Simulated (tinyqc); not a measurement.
Phonon-assisted absorption at an indirect gap, step by step. Values are carried at full precision from step to step, so a last printed digit may differ when a step is redone from the rounded ones.

alpha(E) = sum_j A_j [N_j (E - Eg + w_j)^2 + (N_j + 1)(E - Eg - w_j)^2], each bracket counted only where its base is positive; N_j = 1/(exp(w_j/kB T) - 1). The first term absorbs a phonon and the second emits one; excitons and direct transitions are left out.

Constants: kB = 8.617333262e-05 eV/K.

Values chosen for the exercise (loosely those of Si at room temperature; Eg is not tied to T; the results hold for these values, not for the real material): Eg = 1.129 eV (indirect gap, held fixed unless listed); w = (58.5, 17.4) meV (two zone-edge phonons); A = (2300, 510) 1/(cm eV^2) (their strengths); T = 200 K; E = 1.218 eV (photon energy); nr = 3.66 (refractive index); d = 7.8 micrometre (thickness); xj = 0.092 micrometre (dead layer at the surface); W = 2.3 micrometre (depleted width); L = 55 micrometre (minority diffusion length below it).

## The four branches at one energy

Evaluate the occupations and each term.

N_j: 0.03473  0.5732

terms with phonon absorption (1/cm): 1.738  3.310

terms with phonon emission (1/cm): 2.214  4.113

alpha = 11.37 1/cm
wavelength hc/E (hc = 1239.841984 eV nm) = 1017.9 nm

Phonon absorption supplies 44.4 % of alpha; the depth 1/alpha is 879 micrometre.

## What a slab does with it

Slab of thickness d in air, incoherent passes: R = ((nr - 1)/(nr + 1))^2, x = exp(-alpha d); transmitted Tr = (1 - R)^2 x/(1 - R^2 x^2), reflected Rt = R + (1 - R)^2 R x^2/(1 - R^2 x^2), absorbed Ab = (1 - R)(1 - x)/(1 - R x).

d in cm is 1e-4 times the value in micrometres.

R = 0.3258
x = 0.9912
Tr = 0.5029
Rt = 0.4883
Ab = 0.0088

A single pass would absorb (1 - R)(1 - x) = 0.0060; the back face adds 0.0028.

## Quantum efficiency of a diode

Photodiode (Gaertner form with a dead layer): QE = (1 - R) exp(-alpha xj) [1 - exp(-alpha W)/(1 + alpha L)], R = ((nr - 1)/(nr + 1))^2; responsivity = QE/E in A/W for E in eV.

Evaluate the factors; 1 micrometre = 1e-4 cm.

passes the dead layer = 0.9999
collected share = 0.0613
QE = 0.0413
responsivity = 0.0339 A/W

Without diffusion from below the collected share would be 0.0026.

## Checks

- Tr + Rt + Ab against 1: both 1.000000.

Computed by tinyqc, a small Python program: `OMP_NUM_THREADS=1 python tinyqc.py 1650541 1650542 out.jsonl` (the numbers bound the seed that draws the inputs); one thread of a shared host (Intel(R) Xeon(R) Processor @ 2.30GHz), about 0.01 s for the whole set of steps.
